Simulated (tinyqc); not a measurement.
Across the transition: q-state Potts model on a small periodic square lattice: enumeration, Metropolis, heat-bath and Wolff steps. Computed by tinyqc, a small Python program. Command: `OMP_NUM_THREADS=1 python tinyqc.py 3113965 3113966 out.jsonl potts walk`. One thread of a shared host (Intel(R) Xeon(R) Processor @ 2.30GHz), about 0.04 s of CPU time with the checks.

E = -J x (number of nearest-neighbour bonds with equal states); n x n sites with periodic edges have 2 n^2 bonds. Order parameter m = (q f - 1)/(q - 1), f being the largest share of one state. Sites are numbered row by row from 0. Here q = 4 and n = 3.

Inputs (values chosen for the exercise, for a model of domains or grain orientations): number of states q = 4; edge n = 3; coupling J = 72 meV; temperature T = 914 K.

Constants: k_B = 8.617333262e-05 eV/K.

Method:
- K = J/(k_B T); the infinite square lattice orders at K_c = ln(1 + sqrt(q)); Wolff bond probability p = 1 - exp(-K).
- All q^(n^2) states are counted by their number b of equal bonds; weights g(b) exp(K b), K = J/(k_B T). Per site: u = -J <b>/n^2, c/k_B = K^2 (<b^2> - <b>^2)/n^2.
- m and U = 1 - <m^4>/(3 <m^2>^2) from the same sums; K = K_c T_c/T.

K_c = 1.09861

Exact values for this lattice:
```
T/T_c  share of equal bonds  c (k_B/site)      <m>        U
0.50                0.99903        0.0387  0.99933  0.66655
0.70                0.98553        0.3269  0.98922  0.66429
0.85                0.94557        0.9027  0.95552  0.65480
0.95                0.89297        1.4063  0.90719  0.63859
1.00                0.85844        1.6196  0.87404  0.62610
1.10                0.77870        1.8286  0.79456  0.59163
1.25                0.65916        1.5904  0.66979  0.52309
1.50                0.52113        0.8700  0.51934  0.41492
2.00                0.40589        0.2863  0.39121  0.32317
3.00                0.33643        0.0824  0.31759  0.30123
```

What does the comparison show, and why?

c is largest, 1.83 k_B, at T/T_c = 1.1: on so small a lattice the transition is a broad bump. At T_c the infinite lattice has a share (1 + 1/sqrt(q))/2 = 0.750 of equal bonds, against 0.858 here. <m> stays at 0.32 at 3 T_c, since the largest share among 9 sites always exceeds 1/q on average.

Extremes, crossings and ranges named in words are read from the listed rows.
